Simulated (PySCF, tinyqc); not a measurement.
Inside a calculation. Method: RHF in the sto-3g basis, for H3+, spin multiplicity 1. The lowest restricted solution is unstable here: a spin-polarised one lies 0.0004 hartree lower (PySCF). One step of it, computed by the program tinyqc.

Task: Iteration 2: building the Fock matrix. J_ij = sum D_kl (ij|kl), K_ij = sum D_kl (ik|jl); F = H + J - 0.5 K; E = tr D H + tr D J / 2 - 0.25 tr D K + E_nn.

D after iteration 1, order 1H 1s, 2H 1s, 3H 1s:
$$\begin{pmatrix}
0.958521 & 0.375410 & 0.375410 \\
0.375410 & 0.155027 & 0.155027 \\
0.375410 & 0.155027 & 0.155027
\end{pmatrix}$$

core Hamiltonian H = T + V (hartree), order 1H 1s, 2H 1s, 3H 1s:
$$\begin{pmatrix}
-1.447422 & -0.794232 & -0.794232 \\
-0.794232 & -1.208458 & -0.187725 \\
-0.794232 & -0.187725 & -1.208458
\end{pmatrix}$$

Two-electron integrals (ij|kl) in chemists' order, unique and non-zero (hartree):
```
(11|11) 0.774606   (21|11) 0.285941   (21|21) 0.137487   (22|11) 0.461434
(22|21) 0.285941   (22|22) 0.774606   (31|11) 0.285941   (31|21) 0.098580
(31|22) 0.155907   (31|31) 0.137487   (32|11) 0.058644   (32|21) 0.024448
(32|22) 0.045717   (32|31) 0.024448   (32|32) 0.005100   (33|11) 0.461434
(33|21) 0.155907   (33|22) 0.250936   (33|31) 0.285941   (33|32) 0.045717
(33|33) 0.774606
```

nuclear repulsion = 1.25755041 hartree

Give: Coulomb J; exchange K; Fock matrix F; total energy of this density.

Result:

Coulomb J (hartree), order 1H 1s, 2H 1s, 3H 1s:
$$\begin{pmatrix}
1.333 & 0.527 & 0.527 \\
0.527 & 0.947 & 0.109 \\
0.527 & 0.109 & 0.947
\end{pmatrix}$$

exchange K (hartree), order 1H 1s, 2H 1s, 3H 1s:
$$\begin{pmatrix}
1.245 & 0.634 & 0.634 \\
0.634 & 0.500 & 0.284 \\
0.634 & 0.284 & 0.500
\end{pmatrix}$$

Fock matrix F (hartree), order 1H 1s, 2H 1s, 3H 1s:
$$\begin{pmatrix}
-0.737 & -0.584 & -0.584 \\
-0.584 & -0.511 & -0.221 \\
-0.584 & -0.221 & -0.511
\end{pmatrix}$$

total energy of this density = -1.15391 hartree

This density is a damped mixture and is not idempotent.
